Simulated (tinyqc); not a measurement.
Resistance of a tapered via with liner, size effect and interface: one step of the calculation.

A round via whose diameter grows from db at the bottom as D(z) = db + 2 z/tan(ang). The fill, of diameter D - 2 tl, starts above the bottom liner (thickness fb tl) and has rho = rho0 (1 + ks lam/(D - 2 tl)); the sidewall liner conducts in parallel with it. The bottom liner and the interface are crossed over the full area pi db^2/4. Spreading in the lines above and below is left out.

Problem. Slices of the via. Slices between z0 = fb tl and hv, evaluated at their midpoints: conductance per length pi/4 [(D - 2 tl)^2/rho + (D^2 - (D - 2 tl)^2)/rl], slice resistance = slice height over that. 7 slices.

Values chosen for this exercise; fill metal close to molybdenum: diameter at the bottom db = 20 nm; height hv = 44 nm; sidewall angle ang = 88 degrees; bulk resistivity of the fill rho0 = 5.39 uohm cm; mean free path of the fill lam = 11.2 nm; size-effect factor ks = 1.2; liner on the sidewall tl = 0.2 nm; liner at the bottom over that on the sidewall fb = 1; resistivity of the liner rl = 220 uohm cm.

Wanted: z; D; rho; slice resistance.

Solution.

```
slice  z (nm)  D (nm)  rho (uohm cm)  slice resistance (ohm)
0      3.3286  20.232         9.0427                  1.8285
1      9.5857  20.669         8.9639                  1.7354
2      15.843  21.106         8.8885                  1.6490
3      22.100  21.543         8.8162                  1.5687
4      28.357  21.981         8.7468                  1.4941
5      34.614  22.418         8.6802                  1.4245
6      40.871  22.855         8.6161                  1.3595
```

tinyqc, about 0.01 s, one thread, Intel Xeon 2.30GHz (shared host): `OMP_NUM_THREADS=1 python tinyqc.py 2750146 2750147 out.jsonl`
